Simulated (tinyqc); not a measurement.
# Worked calculation: metal-interlayer-semiconductor contact, depinning against tunnelling resistance

Numbers from tinyqc (`OMP_NUM_THREADS=1 python tinyqc.py 2270123 2270124 out.jsonl`; about 0.03 s on one thread of a shared Intel Xeon 2.30GHz). Printed values are rounded.

Zero bias, n-type semiconductor. Gap states at the semiconductor surface thin out as exp(-be ti), which unpins the barrier; electrons must then cross the interlayer (a rectangular barrier, no voltage drop across it) and the parabolic depleted layer, both by WKB. Energies E are counted from the Fermi level; no image force, parabolic bands.

Values chosen for this exercise; semiconductor values close to those of In0.53Ga0.47As; interlayer mass of the order of that in silicon dioxide, offset chosen freely:
```
symbol,value,unit,meaning
T,300,K,temperature
Eg,0.74,eV,band gap
eps_r,13.7,,relative permittivity
chi,4.36,eV,electron affinity
Nc,2.1e17,cm^-3,conduction-band density of states at T
mt,0.0398,m0,tunnelling mass in the semiconductor
mA,0.0406,m0,Richardson mass
Nd,3.8e18,cm^-3,donor density
E0,0.5,eV,charge-neutrality level above the valence band
S0,0.15,,pinning factor without interlayer
phiM,4.74,eV,metal work function
ti,0.4,nm,interlayer thickness
dE,3.24,eV,conduction-band offset of the interlayer above the semiconductor
mi,0.44,m0,tunnelling mass in the interlayer
be,4.5,1/nm,decay constant of gap states through the interlayer
```

Constants: q = 1.602176634e-19 C, kB = 1.380649e-23 J/K, eps0 = 8.8541878128e-12 F/m, hbar = 1.054571817e-34 J s, h = 6.62607015e-34 J s, m0 = 9.1093837015e-31 kg, Vt = kB T/q, hbar^2/(2 m0) = 0.0380998212 eV nm^2. Results are converted to the units shown.

## Pinning, barrier and scales

S = 1/(1 + (1/S0 - 1) exp(-be ti)); phiB = S (phiM - chi) + (1 - S)(Eg - E0); xi = Ec - EF deep inside, from Nd = Nc F(-xi/Vt), F(x) = (2/sqrt(pi)) int_0^infinity sqrt(u) du/(1 + exp(u - x)); band bending U = phiB - xi; E00 = (hbar/2) sqrt(Nd/(eps0 eps_r mt m0)) in volts; A = 4 pi q mA m0 kB^2/h^3.

S = 0.5163439
phiB = 0.3122881 eV
xi = -0.2128098 eV
U = 0.5250979 eV
E00 = 0.04901368 eV
A = 4.879033 A/(cm^2 K^2)

The interlayer moves the barrier from 0.261 eV to 0.312 eV; the unpinned limit is phiM - chi = 0.380 eV. E00/Vt = 1.90: by the usual rule of thumb (0.5 to 5) thermionic-field emission.

## Exponents and integrand on an energy grid

E, point 0 to 16 (eV): [-0.21, -0.17875, -0.1475, -0.11625, -0.085, -0.05375, -0.0225, 0.00875, 0.04, 0.07125, 0.1025, 0.13375, 0.165, 0.19625, 0.2275, 0.25875, 0.29]

With U = phiB - xi: for xi < E < phiB, y = (E - xi)/U and G1 = (U/E00) [sqrt(1 - y) - y ln((1 + sqrt(1 - y))/sqrt(y))], G1 = 0 above phiB; G2 = 2 ti sqrt(mi max(phiB + dE - E, 0)/C), C = hbar^2/(2 m0); f = 1/(1 + exp(E/Vt)); integrand exp(-G1 - G2) f.

```
point        G1        G2            f  integrand (1e-5)
0      10.49501  5.273281    0.9997035          0.014184
1       8.93946  5.251335    0.9990076          0.068641
2       7.75610  5.229297    0.9966836          0.228596
3       6.74220  5.207165    0.9889777          0.639211
4       5.84438  5.184940    0.9640130          1.563541
5       5.03698  5.162618    0.8888594          3.305249
6       4.30501  5.140200    0.7048162          5.572798
7       3.63885  5.117683    0.4161824          6.551947
8       3.03199  5.095067    0.1754810          5.184346
9       2.47998  5.072350   0.05974458          3.135921
10      1.97982  5.049531   0.01861719          1.648562
11      1.52974  5.026609  0.005631786          0.800311
12      1.12906  5.003581  0.001688061          0.366451
13      0.77829  4.980447  5.045752e-4          0.159199
14      0.47952  4.957205  1.506964e-4          0.065609
15      0.23748  4.933853  4.499578e-5          0.025544
16      0.06300  4.910390  1.343410e-5          0.009296
```

## Contact resistivity

1/rho_c = (A T^2/Vt^2) I, with I the trapezoid sum of the integrand over the grid.

I = 9.164896e-6 eV
rho_c = 1.6607e-4 ohm cm^2

A fine grid from xi upwards gives rho_c = 1.660e-4 ohm cm^2; the coarse value is 0.043 % above it. The integrand peaks at E = 0.0052 eV, and 0.012 % of the current flows above phiB. Tunnelling through the interlayer costs a factor of 167 at this barrier height; the bare contact (ti = 0) has rho_c = 4.56e-7 ohm cm^2, so with the interlayer rho_c is 364 times that.
